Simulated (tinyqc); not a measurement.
From results back to parameters: direct gap of a germanium-like layer under biaxial tension. Three cases, with inputs chosen for the exercise.

Problem. A (001) layer under biaxial tension e_par has ezz = -2 (C12/C11) e_par, Ec = Eg + ac tr(e), E(HH) = -P - Q and E(LH) = -P + (Q - Dso + sqrt(Dso^2 + 2 Dso Q + 9 Q^2))/2 with P = -av tr(e), Q = -b (e_par - ezz). The transition from the light-hole edge is given.

Find: e_par; Ec - E(HH).

Method. Ec - E(LH) falls steadily with tension, so bisection between 0 and 4 % gives the only root; then Ec - E(HH) = Eg + (ac - av) tr(e) + Q.

Case 1.

Values chosen (near those of Ge, gaps at low temperature; the results hold for these values, not for the real material): Eg = 0.916 eV (gap at Gamma to the s-like level); Dso = 0.29 eV (spin-orbit splitting); ac = -8.15 eV (conduction deformation potential); av = 1.23 eV (valence hydrostatic potential); b = -2.53 eV (tetragonal shear potential); C11 = 129.4 GPa; C12 = 48.6 GPa.

Ec - E(LH) = 0.819981 eV

Solution.

e_par = 0.570 %
Ec - E(HH) = 0.8745 eV

Case 2.

Values chosen (near those of Ge, gaps at low temperature; the results hold for these values, not for the real material): Eg = 0.903 eV (gap at Gamma to the s-like level); Dso = 0.292 eV (spin-orbit splitting); ac = -8.31 eV (conduction deformation potential); av = 1.22 eV (valence hydrostatic potential); b = -2.57 eV (tetragonal shear potential); C11 = 126.3 GPa; C12 = 47.5 GPa.

Ec - E(LH) = 0.663729 eV

Solution.

e_par = 1.340 %
Ec - E(HH) = 0.8040 eV

Case 3.

Values chosen (near those of Ge, gaps at low temperature; the results hold for these values, not for the real material): Eg = 0.885 eV (gap at Gamma to the s-like level); Dso = 0.286 eV (spin-orbit splitting); ac = -8.22 eV (conduction deformation potential); av = 1.22 eV (valence hydrostatic potential); b = -2.58 eV (tetragonal shear potential); C11 = 126.3 GPa; C12 = 48.4 GPa.

Ec - E(LH) = 0.761726 eV

Solution.

e_par = 0.720 %
Ec - E(HH) = 0.8340 eV

Computed by tinyqc, one run a case: `OMP_NUM_THREADS=1 python tinyqc.py N N+1 out.jsonl` with N = 1080394, 1080437, 1080439; one thread of a shared Intel(R) Xeon(R) Processor @ 2.30GHz, about 0.01 s a run at most.
